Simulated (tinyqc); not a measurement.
Thin-film optics by transfer matrices: one step. Layer matrices and their product. Four cases, with inputs chosen for the exercise.

Problem. Form each matrix and multiply from the top down.

Indices N = n + i k. Snell: N0 sin(theta) = N_j sin(theta_j), with Im(N_j cos theta_j) >= 0. Admittance y_j = N_j cos theta_j for s and N_j/cos theta_j for p. Phase delta_j = 2 pi N_j cos theta_j d_j/lambda. Layer matrix [[cos delta, -i sin delta/y], [-i y sin delta, cos delta]], multiplied from the top down to M. (B, C) = M (1, y_sub); r = (y0 B - C)/(y0 B + C), R = |r|^2, T = 4 Re y0 Re y_sub/|y0 B + C|^2, absorbed in the films 1 - R - T.

Case 1.

y_j: ambient 1.414214, film 1 3.974561+0.038313i, film 2 1.663241, substrate 1.401322+7.877498i

delta_j (rad): film 1 0.641103+0.006613i, film 2 0.516578

Case 2.

y_j: ambient 0.422618, film 1 2.495018+0.264766i, film 2 1.285665, substrate 0.829456+2.839431i

delta_j (rad): film 1 2.721079+0.288755i, film 2 0.221833

Case 3.

y_j: ambient 1.414214, film 1 2.286892, film 2 1.679922, substrate 6.596262+2.799964i

delta_j (rad): film 1 0.123032, film 2 3.628946

Case 4.

y_j: ambient 2.000000, film 1 2.497147+0.009030i, film 2 1.834068, substrate 3.517516+2.841594i

delta_j (rad): film 1 0.342848+0.001721i, film 2 1.398599

Give: matrix of film 1; matrix of film 2; M.

Solution.

Case 1.

matrix of film 1:
```
                1                2
1  0.8015-0.0040i  -0.0001-0.1505i
2  0.0440-2.3770i   0.8015-0.0040i
```

matrix of film 2:
```
          1         2
1    0.8695  -0.2970i
2  -0.8215i    0.8695
```

M:
```
                1                2
1  0.5733-0.0033i  -0.0013-0.3688i
2  0.0350-2.7252i  -0.0090-0.0165i
```

Case 2.

matrix of film 1:
```
                 1                2
1  -0.9512-0.1195i  -0.1238-0.1573i
2  -0.5542-1.1321i  -0.9512-0.1195i
```

matrix of film 2:
```
          1         2
1    0.9755  -0.1711i
2  -0.2829i    0.9755
```

M:
```
                 1                2
1  -0.9724-0.0816i  -0.1412+0.0093i
2  -0.5745-0.8353i  -1.1216-0.0217i
```

Case 3.

matrix of film 1:
```
          1         2
1    0.9924  -0.0537i
2  -0.2807i    0.9924
```

matrix of film 2:
```
         1        2
1  -0.8836  0.2788i
2  0.7867i  -0.8836
```

M:
```
         1        2
1  -0.8347  0.3241i
2  1.0287i  -0.7987
```

Case 4.

matrix of film 1:
```
                1               2
1  0.9418-0.0006i  0.0002-0.1346i
2  0.0071-0.8395i  0.9418-0.0006i
```

matrix of film 2:
```
          1         2
1    0.1713  -0.5372i
2  -1.8069i    0.1713
```

M:
```
                 1                2
1  -0.0819-0.0004i  -0.0003-0.5290i
2   0.0002-1.8456i  -0.2896-0.0039i
```

Each matrix has determinant 1, and so has M.

Computed by tinyqc, one run a case: `OMP_NUM_THREADS=1 python tinyqc.py N N+1 out.jsonl` with N = 1650085, 1650214, 1650263, 1650478; one thread of a shared Intel(R) Xeon(R) Processor @ 2.30GHz, about 0.01 s a run at most.
